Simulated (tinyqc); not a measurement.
Conductivity against oxygen pressure: defect equilibria of an oxide against oxygen pressure (mass action). Computed by tinyqc, a small Python program. Command: `OMP_NUM_THREADS=1 python tinyqc.py 3025104 3025105 out.jsonl brouwer walk`. One thread of a shared host (Intel(R) Xeon(R) Processor @ 2.30GHz), about 0.01 s of CPU time with the checks.

Defects: oxygen vacancies V (charge +2), electrons n, holes p, the ionic partner X = O_i'' (charge -2), and the dopant. Activities are taken equal to concentrations.

Inputs (values chosen for the exercise, for a model oxide):
```
quantity                           value             unit
reduction enthalpy H_r              3.44               eV
prefactor K_r0                   1.8e+69  cm^-9 atm^(1/2)
gap E_g                             3.98               eV
prefactor N_c N_v                7.8e+42            cm^-6
disorder enthalpy H_s               2.48               eV
prefactor K_s0                   2.6e+44            cm^-6
dopant density N_d                 2e+20            cm^-3
temperature T                        900                K
electron mobility mu_n              0.23       cm^2/(V s)
hole mobility mu_p                  0.89       cm^2/(V s)
vacancy diffusion prefactor D_0   0.0047           cm^2/s
vacancy migration energy E_m        0.63               eV
```

Ionic disorder: anion Frenkel. Dopant (singly charged, fully ionised): acceptor.

Constants: k_B = 8.617333262e-05 eV/K; e = 1.602176634e-19 C.

Method:
- K_r = K_r0 exp(-H_r/k_B T) = [V] n^2 P^(1/2); K_i = N_c N_v exp(-E_g/k_B T) = n p; K_s = K_s0 exp(-H_s/k_B T) = [X] [V].
- Neutrality: 2 [V] + p = n + 2 [X] + N_d. With n as the unknown, [V] = K_r/(n^2 P^(1/2)), p = K_i/n, [X] = K_s/[V]; the log ratio is ln(positive/negative).
- The root is found by 60 bisections in ln n between n = 1e-10 and 1e25 cm^-3.
- sigma_n = e n mu_n, sigma_p = e p mu_p, sigma_ion = 2 e [V] mu_V with mu_V = 2 e D/(k_B T) and D = D_0 exp(-E_m/k_B T); only the oxygen vacancies carry ionic current, and the ionic transport number is sigma_ion over the total.

K_r = 9.82020e+49 cm^-9 atm^(1/2)

K_i = 4.02787e+20 cm^-6

K_s = 3.36965e+30 cm^-6

Log10 of the conductivities in S/cm:
```
log10 P (atm)   n-type   p-type    ionic    total  ionic transport number
-28             1.9869  -19.661  -1.7874   1.9870                 0.00017
-24             1.2838  -18.958  -2.3813   1.2839                 0.00022
-20             0.4869  -18.161  -2.7874   0.4871                 0.00053
-16            -0.4478  -17.227  -2.9181  -0.4463                 0.00337
-12            -1.4386  -16.236  -2.9365  -1.4250                 0.03080
-8             -2.4376  -15.237  -2.9384  -2.3185                 0.23993
-4             -3.4375  -14.237  -2.9386  -2.8190                 0.75930
0              -4.4375  -13.237  -2.9386  -2.9250                 0.96927
```

What follows from these numbers?

The ionic transport number exceeds 0.9 in the rows log P = 0: the electrolytic window. The total has no minimum inside this range.

Extremes, crossings and ranges named in words are read from the listed rows.
